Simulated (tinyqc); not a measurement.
On-chip interconnect, size-dependent resistivity and RC delay: course in time.

A rectangular line between two neighbours and two ground planes. Surface and grain-boundary scattering are added to the bulk resistivity as corrections; capacitances are parallel-plate values without fringing; inductance is ignored.

4 equal pi sections: series Rs = r Lw/4; node capacitances c Lw/4, halved at nodes 0 and 4, with Cl added to node 4; Rd feeds node 0. Elmore delay of node k: the sum, over the resistors on the path to k, of resistance times all capacitance downstream of it.

A 1 V step is applied behind Rd at t = 0. C dv/dt = -G v + b, with G the conductance matrix of the ladder (1/Rs between neighbours, 1/Rd added at node 0) and b = (1 V/Rd, 0, ...). Trapezoidal step: (C/dt + G/2) v(new) = (C/dt - G/2) v + b. The last column solves the same ladder exactly by its modes.

Parameters, values chosen for the exercise: driver resistance Rd = 1400 ohm; time step dt = 7.3 ps.

Rs = 1449.15 ohm
C, node 0 to 4 (fF): 0.508883  1.01777  1.01777  1.01777  1.01888

Voltages (V):
```
t (ps)	node 0	node 2	node 4	node 4, exact
7.300	1.220	0.3631	0.1528	0.1972
14.60	0.538	0.6393	0.4670	0.4634
21.90	1.155	0.7016	0.6604	0.6442
29.20	0.738	0.8491	0.7615	0.7642
36.50	1.123	0.8699	0.8535	0.8437
43.80	0.838	0.9333	0.8971	0.8964
51.10	1.094	0.9452	0.9355	0.9313
58.40	0.896	0.9692	0.9562	0.9545
65.70	1.070	0.9780	0.9713	0.9698
73.00	0.930	0.9850	0.9815	0.9800
80.30	1.051	0.9920	0.9871	0.9867
87.60	0.952	0.9920	0.9923	0.9912
```

What does the table show?

The far end of the ladder reaches 0.5 V at 15.86 ps, 0.749 of its Elmore delay (ln 2 = 0.693 for a single pole); the slowest mode has a time constant of 17.75 ps. The largest error of the trapezoidal steps at that node is 44 mV. Node 0 swings up and down from step to step: the trapezoidal rule does not damp modes much faster than dt, so these swings are numerical.

Range of the model: The metal width is under the mean free path, where the thick-limit surface term and the simple sum of corrections lose accuracy.

tinyqc, about 0.01 s, one thread, Intel Xeon 2.30GHz (shared host): `OMP_NUM_THREADS=1 python tinyqc.py 2100167 2100168 out.jsonl`
